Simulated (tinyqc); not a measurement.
Inside a calculation: Lorentz oscillators and the Kramers-Kronig relations. Values are carried at full precision from step to step, so a last printed digit may differ when a step is redone from the rounded ones.

eps(E) = 1 + sum_j S_j/(E0_j^2 - E^2 - i G_j E).

Constants: hbar c = 1973.269805 eV angstrom; hbar^2/2m0 = 3.80998211 eV angstrom^2; e^2/(4 pi eps0) = 14.39964547 eV angstrom.

Values chosen for the exercise: E0 = (4.36, 5.1) eV (resonances); G = (0.36, 1.36) eV (widths); S = (134.5, 72) eV^2 (strengths); E = 3.9 eV (photon energy); h = 0.5 eV (grid step); M = 30 (grid points E_j = j h); i = 6 (grid index at which eps1 is wanted).

## Dielectric function at one energy

Evaluate each oscillator and the sum.

terms: [31.1458+11.5088i, 5.3712+2.6379i]

eps(E) = 37.5170+14.1466i
eps(0) = 10.8435

## Optical constants

n + i k = sqrt(eps1 + i eps2) with k >= 0; R = ((n - 1)^2 + k^2)/((n + 1)^2 + k^2) at normal incidence from vacuum; alpha = 2 E k/(hbar c), times 1e8 for 1/cm; loss function Im(-1/eps) = eps2/(eps1^2 + eps2^2).

Convert eps at the photon energy E into the optical constants.

n = 6.2295
k = 1.1355
R = 0.5347
alpha = 4.49e+05 1/cm
loss function = 0.0088
vacuum wavelength hc/E (hc = 1239.841984 eV nm) = 317.9 nm

The intensity falls to 1/e within 22.3 nm.

## Absorptive part on the grid

Tabulate eps2 at E_j = j h.

eps2(E_j), j = 1 .. M: [0.1425, 0.3053, 0.5166, 0.8270, 1.3488, 2.3932, 5.2010, 20.4173, 58.5783, 16.5476, 9.3293, 4.5215, 2.4385, 1.4812, 0.9815, 0.6922, 0.5111, 0.3908, 0.3071, 0.2467, 0.2018, 0.1676, 0.1410, 0.1200, 0.1031, 0.0893, 0.0779, 0.0685, 0.0605, 0.0538]

## eps1 at one grid point

Kramers-Kronig: eps1(E) = 1 + (2/pi) P integral_0^infinity E1 eps2(E1)/(E1^2 - E^2) dE1. Maclaurin rule on the grid E_j = j h, j = 1 .. M: eps1(E_i) = 1 + (4 h/pi) sum over j with j - i odd of E_j eps2(E_j)/(E_j^2 - E_i^2); nothing is added above E_M.

List the terms E_j eps2_j/(E_j^2 - E_i^2) for j - i odd, add them and form eps1.

terms in order of j (1/eV): [-0.0081, -0.1148, -1.2261, 5.6011, 23.4313, 2.4146, 0.4767, 0.1558, 0.0687, 0.0359, 0.0209, 0.0132, 0.0087, 0.0061, 0.0044]

sum = 30.888 1/eV
eps1(E_i) = 20.664

The oscillator formula gives 18.285 at E_i = 3 eV. The rule samples every 2h = 1 eV against a narrowest width of 0.36 eV and stops at 15 eV; coarse sampling and the missing tail make the difference.

## The f-sum on the grid

W(E_M) = (2/pi) h sum_j E_j eps2_j, with half weight on the last point; the full integral equals sum S_j = (hbar omega_p)^2, and the electron density follows from (hbar omega_p)^2 = 8 pi c (e^2/(4 pi eps0)) N with c = hbar^2/2m0.

W(E_M) = 191.98 eV^2
sum S = 206.50 eV^2
share reached on this grid (a step near the line widths can inflate it) = 0.930
hbar omega_p = 14.370 eV
N = 1.50e+23 1/cm^3

## Checks

- The value of eps1 at 3.930 eV from a fine, long grid (with the tail of eps2 ~ 1/E^3 added) against the oscillator formula: both 39.0.

tinyqc: `OMP_NUM_THREADS=1 python tinyqc.py 1681583 1681584 out.jsonl`; about 0.2 s, one thread, shared Intel(R) Xeon(R) Processor @ 2.30GHz.
